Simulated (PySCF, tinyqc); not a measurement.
Inside a calculation. Method: RKS/B3LYP (VWN-RPA form) in the sto-6g basis, for H3-, spin multiplicity 1. The basis has no diffuse functions, so it cannot describe the extra electron: this is an exercise in the method, not the real anion. The lowest restricted solution is unstable here: a spin-polarised one lies 0.0866 hartree lower (PySCF). One step of it, computed by the program tinyqc.

Question. Iteration 2: DIIS coefficients. Solve [B -1; -1 0][c; lambda] = [0; -1] for the coefficients, which sum to one.

B (overlaps of the stored error matrices):
```
               1              2
1  3.5100097e-06  2.4057691e-04
2  2.4057691e-04  1.2200790e-01
```

Give: DIIS coefficients.

Answer.

DIIS coefficients: 1.002  -0.002
